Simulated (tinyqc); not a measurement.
# n-type polysilicon, carrier trapping at grain boundaries: what changes with what

One-dimensional grains of size Lg, uniform ionised doping N, monovalent traps Qt at each boundary at a depth Et below (for electrons) or above (for holes) the band edge there, abrupt depletion of width W on each side of a boundary, Boltzmann statistics. xi is the distance from the band edge at the grain centre to the Fermi level. Trapped charge Qt/(1 + exp((xi + VB - Et)/Vt)) = 2 N W, barrier VB = q N W^2/(2 eps0 eps_r).

Inputs (values chosen for the exercise); values of the order met in polycrystalline silicon:
```
symbol    value        unit                                                              meaning
T           400           K                                                          temperature
eps_r      11.7                                                            relative permittivity
NB      4.31e19       cm^-3                               conduction-band density of states at T
Lg          250          nm                                                           grain size
Qt       5.8e11       cm^-2                                     trap density of a grain boundary
Et         0.32          eV  depth of the trap level from the majority band edge at the boundary
ms         0.59          m0                                         mass for thermionic emission
fe         0.12                                           correction factor of the emission rate
mug          57  cm^2/(V s)                                           mobility inside the grains
N          3e16       cm^-3                                                               doping
```

Constants: q = 1.602176634e-19 C, kB = 1.380649e-23 J/K, m0 = 9.1093837015e-31 kg, Vt = kB T/q, eps0 = 8.8541878128e-14 F/cm where lengths are in cm. Results are converted to the units shown.

Each table varies one quantity; the others keep the values above.

## Effect of the doping

If the trap equation with xi = Vt ln(NB/N) has a root W < Lg/2, the grain is partly depleted; otherwise W = Lg/2 and the trap equation gives xi = Et - VB + Vt ln(Qt/(N Lg) - 1). N* = Qt/Lg. n0 = NB exp(-xi/Vt); mean density n0 (1 - 2 W/Lg) by charge balance in a partly depleted grain, and n0 (sqrt(pi)/2) erf(u)/u with u = sqrt(VB/Vt) in a fully depleted one; v = sqrt(kB T/(2 pi ms m0)); barrier resistivity Vt exp(VB/Vt)/(q fe n0 v Lg); grain resistivity (1 - 2 W/Lg)/(q n0 mug); effective mobility 1/(q mean density total resistivity). Rows with xi above 0.45 V, towards mid-gap, are left out, since the other carrier type is ignored.

Effect of the doping:

| N (cm^-3) | N/N* | depleted share 2 W/Lg | VB (V) | xi (V) | mean density (cm^-3) | resistivity (ohm cm) | effective mobility (cm^2/(V s)) |
|---|---|---|---|---|---|---|---|
| 1.2e15 | 0.05172 | 1.000 | 0.01450 | 0.4058 | 2.914e14 | 81.17 | 263.9 |
| 2.4e15 | 0.1034 | 1.000 | 0.02900 | 0.3654 | 8.342e14 | 38.37 | 195.0 |
| 5.1e15 | 0.2198 | 0.9415 | 0.05463 | 0.3117 | 2.981e14 | 18.22 | 1149 |
| 1.1e16 | 0.4741 | 0.6759 | 0.06073 | 0.2852 | 3.565e15 | 12.61 | 138.8 |
| 2.3e16 | 0.9914 | 0.4789 | 0.06373 | 0.2598 | 1.199e16 | 7.379 | 70.57 |
| 4.8e16 | 2.069 | 0.3244 | 0.06102 | 0.2344 | 3.243e16 | 3.711 | 51.86 |
| 1e17 | 4.310 | 0.1997 | 0.04817 | 0.2091 | 8.003e16 | 1.594 | 48.94 |
| 2.1e17 | 9.052 | 0.1059 | 0.02844 | 0.1835 | 1.878e17 | 0.6589 | 50.45 |
| 4.4e17 | 18.97 | 0.05201 | 0.01438 | 0.1580 | 4.171e17 | 0.2971 | 50.37 |
| 9.3e17 | 40.09 | 0.02482 | 0.006920 | 0.1322 | 9.069e17 | 0.1381 | 49.82 |

What does the table show?

As N goes from 1.2e15 to 9.3e17, VB goes from 0.0145 through a maximum of 0.0637 (at N = 2.3e16 among the rows listed) to 0.00692 V, the resistivity falls from 81.2 to 0.138 ohm cm and the effective mobility moves up and down between 48.9 and 1150 cm^2/(V s). The steepest fall of the resistivity among the rows, as N^(-1.2), lies between N = 1e17 and 2.1e17 cm^-3; N* = 2.32e16 cm^-3. While the grain is fully depleted VB grows as N; once the traps are full it falls as 1/N. For N = 1.2e15, 2.4e15, 2.1e17, 4.4e17, 9.3e17 VB is below Vt, where abrupt depletion and thermionic emission are rough. For N = 1.2e15, 2.4e15, 5.1e15, 1.1e16 the grain is near the changeover between partial and full depletion, within a few Debye lengths, where both limits are rough. For N = 1.2e15, 2.4e15, 5.1e15, 1.1e16, 2.3e16 the effective mobility exceeds mug, since drift through the depleted part of the grain is left out.

## Effect of the trap density of a grain boundary

Same model as above.

N* = Qt/Lg.

The same in every row: xi (V) = 0.2506.

Effect of the trap density of a grain boundary:

| Qt (cm^-2) | N/N* | depleted share 2 W/Lg | VB (V) | mean density (cm^-3) | resistivity (ohm cm) | effective mobility (cm^2/(V s)) |
|---|---|---|---|---|---|---|
| 2e11 | 3.750 | 0.2185 | 0.01730 | 2.345e16 | 3.829 | 69.52 |
| 3.4e11 | 2.206 | 0.3235 | 0.03794 | 2.029e16 | 4.246 | 72.43 |
| 5.7e11 | 1.316 | 0.4163 | 0.06281 | 1.751e16 | 5.787 | 61.59 |
| 9.7e11 | 0.7732 | 0.4887 | 0.08659 | 1.534e16 | 9.154 | 44.45 |
| 1.6e12 | 0.4688 | 0.5421 | 0.1065 | 1.374e16 | 14.67 | 30.98 |
| 2.8e12 | 0.2679 | 0.5918 | 0.1269 | 1.225e16 | 24.99 | 20.39 |
| 4.7e12 | 0.1596 | 0.6321 | 0.1448 | 1.104e16 | 40.81 | 13.86 |
| 8e12 | 0.09375 | 0.6697 | 0.1626 | 9.908e15 | 67.29 | 9.361 |

As Qt goes from 2e11 to 8e12, VB rises from 0.0173 to 0.163 V, the resistivity rises from 3.83 to 67.3 ohm cm and the effective mobility goes from 69.5 through a maximum of 72.4 (at Qt = 3.4e11 among the rows listed) to 9.36 cm^2/(V s). For Qt = 2e11 VB is below Vt, where abrupt depletion and thermionic emission are rough. For Qt = 2e11, 3.4e11, 5.7e11 the effective mobility exceeds mug, since drift through the depleted part of the grain is left out.

Program tinyqc, `OMP_NUM_THREADS=1 python tinyqc.py 2830264 2830265 out.jsonl`; Intel Xeon 2.30GHz, shared host, one thread, about 0.01 s.
